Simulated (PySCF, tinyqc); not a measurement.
RHF in the 6-31g basis, for H3-, spin multiplicity 1, step by step (part 2 of 2). The basis has no diffuse functions, so it cannot describe the extra electron: this is an exercise in the method, not the real anion. The lowest restricted solution is unstable here: a spin-polarised one lies 0.0005 hartree lower (PySCF). Computed by tinyqc, a small Python program that keeps every step (integrals from PySCF). Command: `OMP_NUM_THREADS=1 python tinyqc.py 23827 23828 out.jsonl` (the two numbers bound the seeds that draw the settings). One thread of a shared host (Intel(R) Xeon(R) Processor @ 2.60GHz), about 0.04 s of CPU time with the checks.

Geometry (angstrom):
```
atom        x        y         z
H     0.00000  0.00000   0.00000
H     0.00000  0.00000   1.54400
H     0.00000  0.00000  -1.54400
```

## Iteration 3: diagonalisation and new density

extrapolated F (hartree), order 1H 1s, 1H 2s, 2H 1s, 2H 2s, 3H 1s, 3H 2s:
$$\begin{pmatrix}
0.46444 & -0.16675 & -0.14971 & -0.17548 & -0.14971 & -0.17548 \\
-0.16675 & -0.01595 & -0.18208 & -0.12109 & -0.18208 & -0.12109 \\
-0.14971 & -0.18208 & 0.46379 & -0.19693 & 0.01989 & -0.00496 \\
-0.17548 & -0.12109 & -0.19693 & -0.01591 & -0.00496 & -0.03871 \\
-0.14971 & -0.18208 & 0.01989 & -0.00496 & 0.46379 & -0.19693 \\
-0.17548 & -0.12109 & -0.00496 & -0.03871 & -0.19693 & -0.01591
\end{pmatrix}$$

X, order 1H 1s, 1H 2s, 2H 1s, 2H 2s, 3H 1s, 3H 2s:
$$\begin{pmatrix}
1.27115 & -0.55358 & 0.02269 & 0.05480 & 0.02269 & 0.05480 \\
-0.55358 & 1.66248 & 0.04243 & -0.45666 & 0.04243 & -0.45666 \\
0.02269 & 0.04243 & 1.25500 & -0.50254 & -0.00227 & -0.00729 \\
0.05480 & -0.45666 & -0.50254 & 1.43806 & -0.00729 & 0.13195 \\
0.02269 & 0.04243 & -0.00227 & -0.00729 & 1.25500 & -0.50254 \\
0.05480 & -0.45666 & -0.00729 & 0.13195 & -0.50254 & 1.43806
\end{pmatrix}$$

Diagonalise F' = X^T F X, C = X C', fill 2 alpha and 2 beta electrons from the bottom; D = 2 C_occ C_occ^T. Each column has its largest component positive (the first on a tie).

F' = X^T F X (hartree):
$$\begin{pmatrix}
0.93707 & -0.59519 & -0.02346 & -0.07260 & -0.02346 & -0.07260 \\
-0.59519 & 0.55274 & -0.09137 & -0.17791 & -0.09137 & -0.17791 \\
-0.02346 & -0.09137 & 0.95585 & -0.61993 & 0.00954 & 0.03353 \\
-0.07260 & -0.17791 & -0.61993 & 0.42864 & 0.03353 & 0.03253 \\
-0.02346 & -0.09137 & 0.00954 & 0.03353 & 0.95585 & -0.61993 \\
-0.07260 & -0.17791 & 0.03353 & 0.03253 & -0.61993 & 0.42864
\end{pmatrix}$$

orbital energies (hartree): MO1 -0.19497, MO2 -0.03779, MO3 0.38256, MO4 1.35213, MO5 1.37665, MO6 1.38022

coefficients C, order 1H 1s, 1H 2s, 2H 1s, 2H 2s, 3H 1s, 3H 2s:
$$\begin{pmatrix}
0.21259 & 0.00000 & 0.24139 & 0.26690 & -1.32461 & 0.00000 \\
0.36414 & 0.00000 & 0.99781 & -0.72158 & 1.35723 & 0.00000 \\
0.15236 & 0.20004 & -0.12081 & -0.91876 & -0.18711 & 0.93433 \\
0.31214 & 0.57568 & -0.69311 & 0.98206 & -0.17798 & -0.80261 \\
0.15236 & -0.20004 & -0.12081 & -0.91876 & -0.18711 & -0.93433 \\
0.31214 & -0.57568 & -0.69311 & 0.98206 & -0.17798 & 0.80261
\end{pmatrix}$$

D after iteration 3, order 1H 1s, 1H 2s, 2H 1s, 2H 2s, 3H 1s, 3H 2s:
$$\begin{pmatrix}
0.09039 & 0.15482 & 0.06478 & 0.13272 & 0.06478 & 0.13272 \\
0.15482 & 0.26519 & 0.11096 & 0.22733 & 0.11096 & 0.22733 \\
0.06478 & 0.11096 & 0.12646 & 0.32544 & -0.03361 & -0.13520 \\
0.13272 & 0.22733 & 0.32544 & 0.85768 & -0.13520 & -0.46794 \\
0.06478 & 0.11096 & -0.03361 & -0.13520 & 0.12646 & 0.32544 \\
0.13272 & 0.22733 & -0.13520 & -0.46794 & 0.32544 & 0.85768
\end{pmatrix}$$

## Iteration 6 (converged): orbitals

converged F (hartree), order 1H 1s, 1H 2s, 2H 1s, 2H 2s, 3H 1s, 3H 2s:
$$\begin{pmatrix}
0.46412 & -0.16706 & -0.15003 & -0.17583 & -0.15003 & -0.17583 \\
-0.16706 & -0.01642 & -0.18241 & -0.12154 & -0.18241 & -0.12154 \\
-0.15003 & -0.18241 & 0.46348 & -0.19737 & 0.01988 & -0.00500 \\
-0.17583 & -0.12154 & -0.19737 & -0.01656 & -0.00500 & -0.03883 \\
-0.15003 & -0.18241 & 0.01988 & -0.00500 & 0.46348 & -0.19737 \\
-0.17583 & -0.12154 & -0.00500 & -0.03883 & -0.19737 & -0.01656
\end{pmatrix}$$

As before.

F' = X^T F X (hartree):
$$\begin{pmatrix}
0.93679 & -0.59515 & -0.02366 & -0.07279 & -0.02366 & -0.07279 \\
-0.59515 & 0.55258 & -0.09147 & -0.17807 & -0.09147 & -0.17807 \\
-0.02366 & -0.09147 & 0.95574 & -0.62012 & 0.00952 & 0.03357 \\
-0.07279 & -0.17807 & -0.62012 & 0.42818 & 0.03357 & 0.03252 \\
-0.02366 & -0.09147 & 0.00952 & 0.03357 & 0.95574 & -0.62012 \\
-0.07279 & -0.17807 & 0.03357 & 0.03252 & -0.62012 & 0.42818
\end{pmatrix}$$

orbital energies (hartree): MO1 -0.19576, MO2 -0.03835, MO3 0.38269, MO4 1.35206, MO5 1.37633, MO6 1.38023

coefficients C, order 1H 1s, 1H 2s, 2H 1s, 2H 2s, 3H 1s, 3H 2s:
$$\begin{pmatrix}
0.21269 & 0.00000 & 0.24136 & 0.26562 & -1.32486 & 0.00000 \\
0.36375 & 0.00000 & 0.99801 & -0.72016 & 1.35794 & 0.00000 \\
0.15237 & 0.19999 & -0.12069 & -0.91897 & -0.18618 & 0.93434 \\
0.31235 & 0.57572 & -0.69315 & 0.98180 & -0.17888 & -0.80258 \\
0.15237 & -0.19999 & -0.12069 & -0.91897 & -0.18618 & -0.93434 \\
0.31235 & -0.57572 & -0.69315 & 0.98180 & -0.17888 & 0.80258
\end{pmatrix}$$

D after iteration 6, order 1H 1s, 1H 2s, 2H 1s, 2H 2s, 3H 1s, 3H 2s:
$$\begin{pmatrix}
0.09047 & 0.15473 & 0.06481 & 0.13287 & 0.06481 & 0.13287 \\
0.15473 & 0.26463 & 0.11085 & 0.22724 & 0.11085 & 0.22724 \\
0.06481 & 0.11085 & 0.12643 & 0.32547 & -0.03356 & -0.13509 \\
0.13287 & 0.22724 & 0.32547 & 0.85803 & -0.13509 & -0.46778 \\
0.06481 & 0.11085 & -0.03356 & -0.13509 & 0.12643 & 0.32547 \\
0.13287 & 0.22724 & -0.13509 & -0.46778 & 0.32547 & 0.85803
\end{pmatrix}$$

## Convergence

Stop when the energy changes by less than 1e-08 hartree and every element of the error matrix X^T (F D S - S D F) X is below 3e-05.

Course of the cycle:
```
iteration  E (hartree)     change  largest element of the error matrix
1           -1.3749497          -                             2.48e-01
2           -1.5044229  -1.29e-01                             3.91e-02
3           -1.5081293  -3.71e-03                             3.43e-03
4           -1.5081545  -2.52e-05                             1.76e-04
5           -1.5081545  -7.75e-08                             1.00e-06
6           -1.5081545  -2.97e-12                             1.26e-07
```

PySCF RHF in the same basis = -1.5081545 hartree

Converged in 6 iterations.

## Populations, bond orders and dipole

overlap S, order 1H 1s, 1H 2s, 2H 1s, 2H 2s, 3H 1s, 3H 2s:
$$\begin{pmatrix}
1.00000 & 0.65829 & 0.04655 & 0.21529 & 0.04655 & 0.21529 \\
0.65829 & 1.00000 & 0.21529 & 0.50334 & 0.21529 & 0.50334 \\
0.04655 & 0.21529 & 1.00000 & 0.65829 & 0.00001 & 0.00768 \\
0.21529 & 0.50334 & 0.65829 & 1.00000 & 0.00768 & 0.06419 \\
0.04655 & 0.21529 & 0.00001 & 0.00768 & 1.00000 & 0.65829 \\
0.21529 & 0.50334 & 0.00768 & 0.06419 & 0.65829 & 1.00000
\end{pmatrix}$$

Mulliken: Z minus the diagonal of D S on the atom; Loewdin: the same with S^(1/2) D S^(1/2); Mayer order: 2 sum_s sum (D(s) S)_ij (D(s) S)_ji over the two atoms.

Charges (e):
```
atom  Mulliken   Loewdin
1H     0.10146   0.08138
2H    -0.55073  -0.54069
3H    -0.55073  -0.54069
```

Mayer bond orders:
```
pair    order
2-1   0.49485
3-1   0.49485
3-2   0.18553
```

dipole moment about the origin, x y z (debye): [0.00000, 0.00000, 0.00000]
